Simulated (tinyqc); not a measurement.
Charge stability of a double quantum dot, constant-interaction model with a charge sensor: two steps of the calculation.

Capacitance matrix C = [[C1, -Cm], [-Cm, C2]], C1 = G1 + X1 + Cm + L1, C2 = G2 + X2 + Cm + L2. Gate charges n1 = (G1 V1 + X1 V2)/q, n2 = (X2 V1 + G2 V2)/q. The state (N1, N2) has U = (1/2) d^T E d with d = (N1 - n1, N2 - n2) and E = q^2 C^(-1). Leads at 0 V; no tunnel coupling, spin or level spacing. The sensor reads s1 <N1> + s2 <N2>.

Values chosen for this exercise: gate 1 to dot 1 G1 = 1.3 aF; gate 2 to dot 2 G2 = 0.95 aF; gate 2 to dot 1 X1 = 0.37 aF; gate 1 to dot 2 X2 = 0.19 aF; sensor weight of dot 1 s1 = 0.88; sensor weight of dot 2 s2 = 0.2; temperature T = 11 K.

Constants: q = 1.602176634e-19 C, kB = 1.380649e-23 J/K, Vt = kB T/q. Results are converted to the units shown.

Task 1. Energies and occupation of the charge states. U for N1, N2 = 0, 1, 2; p is proportional to exp(-U/kB T), normalised over these nine states.

E (meV):

|  | 1 | 2 |
|---|---|---|
| 1 | 16.207999 | 2.305295 |
| 2 | 2.305295 | 17.857171 |

gate charges: n1 1.2794469, n2 1.0649263

Wanted: U; p; mean charges; sensor signal.

Result 1.

| state | U (meV) | p |
|---|---|---|
| (0,0) | 26.53 | 0.0000 |
| (0,1) | 13.50 | 0.0000 |
| (0,2) | 18.31 | 0.0000 |
| (1,0) | 11.44 | 0.0000 |
| (1,1) | 0.71 | 0.9732 |
| (1,2) | 7.84 | 0.0005 |
| (2,0) | 12.56 | 0.0000 |
| (2,1) | 4.14 | 0.0262 |
| (2,2) | 13.57 | 0.0000 |

mean charges: <N1> 1.026, <N2> 1.001
sensor signal = 1.103

The ground state is (1,1), 3.43 meV (3.61 kB T) below (2,1).

Task 2. Triple points. The states (0,0), (1,0), (0,1) meet where E n = (EC1/2, EC2/2), and (1,1), (1,0), (0,1) where E n = (EC1/2 + ECm, EC2/2 + ECm); the gate voltages follow from n.

E (meV):

|  | 1 | 2 |
|---|---|---|
| 1 | 16.207999 | 2.305295 |
| 2 | 2.305295 | 17.857171 |

Find: gate charges; gate voltages; distance between the points.

Result 2.

gate charges:

|  | n1 | n2 |
|---|---|---|
| electron point | 0.43691 | 0.44360 |
| hole point | 0.56309 | 0.55640 |

gate voltages (mV):

|  | V1 | V2 |
|---|---|---|
| electron point | 34.518 | 67.909 |
| hole point | 45.267 | 84.784 |

distance between the points = 20.008 mV

The line between the two points is the (1,0)-(0,1) transition, where an electron moves from dot to dot.

Program tinyqc, `OMP_NUM_THREADS=1 python tinyqc.py 2470028 2470029 out.jsonl`; Intel Xeon 2.30GHz, shared host, one thread, about 0.01 s.
